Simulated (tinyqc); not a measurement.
Charge control and current of a heterostructure field-effect transistor: one step, computed by the program tinyqc. Command: `OMP_NUM_THREADS=1 python tinyqc.py 3003422 3003423 out.jsonl hemt walk`. One thread of a shared host (Intel(R) Xeon(R) Processor @ 2.30GHz), about 0.01 s of CPU time with the checks.

Two subbands in a triangular well; E_F is counted from the conduction band edge of the channel at the interface.

Task: Levels and gate capacitance. Charge control: n_s = C_b (V_G - V_T - E_F/e)/e. Well: mean field F = e n_s/(2 eps eps_0), E_i = (hbar^2/2m)^(1/3) [(3 pi e F/2)(i + 3/4)]^(2/3), i = 0, 1; n_s = D k_B T sum_i ln(1 + exp((E_F - E_i)/k_B T)), D = m/(pi hbar^2), which is solved in closed form for E_F. C_g = e dn_s/dV_G = 1/(1/C_b + 1/C_q), 1/C_q = d(E_F/e)/d(e n_s) by a central difference of +/- 0.1 % in n_s; added distance dd = eps eps_0/C_q.

Inputs (values chosen for the exercise, modelled on AlGaAs/GaAs): channel mass m = 0.066 m_0; permittivity eps (barrier and channel) = 12.2; temperature T = 77 K.

Charge source: delta doping. Velocity law: smooth.

sheet density n_s = 9.026882e+11 1/cm^2

barrier capacitance C_b = 0.4696569 microfarad/cm^2

Constants: k_B = 8.617333262e-05 eV/K; e = 1.602176634e-19 C; eps_0 = 8.8541878128e-12 F/m; hbar = 1.054571817e-34 J s; m_0 = 9.1093837015e-31 kg; k_B = 1.380649e-23 J/K.

Give: E_0; E_1; E_F; share in the second subband; gate capacitance C_g; added distance dd.

Result:

E_0 = 68.62 meV

E_1 = 120.7 meV

E_F = 101.0 meV

share in the second subband = 1.009 %

gate capacitance C_g = 0.3739 microfarad/cm^2

added distance dd = 5.887 nm

C_g is 80 % of C_b: the finite density of states and the rise of E_0 act as 5.9 nm of extra barrier.
